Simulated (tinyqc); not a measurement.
Thermal resistances of a two-die stack.

Question. Heat leaves through the lower die only, and the system is linear. Find the resistance R1 from the lower die to the coolant, R2 between the dies, and the rise of the upper die when both are powered.

Parameters, values chosen for the exercise: power of the lower die P1 = 39 W; power of the upper die P2 = 4.2 W.

rises of the lower and upper die with only the lower one powered (K): 12.48  12.48
rises of the lower and upper die with only the upper one powered (K): 1.344  2.058

Solution. With only the lower die powered no heat crosses R2, so both dies rise by P1 R1; the difference in the second test is P2 R2; rises add.

R1 = 0.3200 K/W
R2 = 0.1700 K/W
rise of the upper die = 14.54 K

Numbers from tinyqc (`OMP_NUM_THREADS=1 python tinyqc.py 2162086 2162087 out.jsonl`; about 0.06 s on one thread of a shared Intel Xeon 2.30GHz).
